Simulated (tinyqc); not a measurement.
# Bias-temperature instability, empirical power law with universal recovery: what changes with what

Threshold-voltage shift at the end of a stress: dV = A (V/V0)^g exp[-(Ea q/kB)(1/T - 1/T0)] (t/1 s)^n. After a delay tr the permanent share pp stays and the rest falls by r = 1/(1 + B (tr/t)^be). An empirical model: its parameters are fits, not properties.

Values chosen for this exercise:
- V0 = 2 V (reference stress voltage)
- T0 = 373 K (reference temperature)
- A = 19 mV (shift after 1 s at V0 and T0)
- n = 0.18 (time exponent)
- g = 5.4 (voltage exponent)
- Ea = 0.05 eV (apparent activation energy of the shift)
- V = 0.94 V (use voltage)
- T = 328 K (use temperature)
- dc = 70 mV (failure criterion)
- ts = 100 s (stress time)

Constants: q = 1.602176634e-19 C, kB = 1.380649e-23 J/K. Results are converted to the units shown.

Each table varies one quantity; the others keep the values above.

## Effect of the time exponent at a fixed measured point

The lifetime solves dV = dc; ten years are 3.15576e8 s. A is rescaled so that the shift at ts, V0 and T0 stays the same.

Effect of the time exponent at a fixed measured point:
```
nx     A (mV)  shift after ten years (mV)  lifetime (years)
0.1     27.46                       2.663          1.577e15
0.125   24.48                       3.871          1.144e11
0.15    21.81                       5.627           1.990e8
0.175   19.44                       8.180           2.127e6
0.2     17.33                       11.89           7.070e4
0.225   15.44                       17.29              5007
0.25    13.76                       25.13             602.1
0.275   12.27                       36.53             106.4
0.3     10.93                       53.10             25.11
```

The ten-year shift rises from 2.66 to 53.1 mV and the lifetime falls from 1.58e15 to 25.1 years: an error of 0.025 in the exponent changes the shift by a factor of 1.45 over the 6.50 decades from ts to ten years. For nx = 0.1, 0.125, 0.15, 0.175, 0.2, 0.225 the lifetime is a formal extrapolation far beyond any test.

## Lifetime against voltage

Same model as above.

Result of one run:
```
V (V)  shift after ten years (mV)  lifetime (years)
1.6                         155.8            0.1173
```

What becomes of these results when the use voltage V is changed from 1.6 to 1 V, all else the same?

Result of the changed run:
```
V (V)  shift after ten years (mV)  lifetime (years)
1                           12.31           1.560e5
```

The whole series:
```
V (V)  shift after ten years (mV)  lifetime (years)
0.6                        0.7805          7.056e11
0.8                         3.690           1.260e8
1                           12.31           1.560e5
1.2                         32.96             657.1
1.4                         75.76             6.445
1.6                         155.8            0.1173
1.8                         294.3          0.003427
2                           519.9          1.453e-4
```

The shift goes as V^5.4 and the lifetime as V^(-30.0): 5 % more voltage adds 30.1 % to the shift and divides the lifetime by 4.32. 4 of the 8 rows pass ten years. For V = 0.6, 0.8, 1 the lifetime is a formal extrapolation far beyond any test.

Numbers from tinyqc (`OMP_NUM_THREADS=1 python tinyqc.py 2070073 2070074 out.jsonl`; about 0.01 s on one thread of a shared Intel Xeon 2.30GHz).
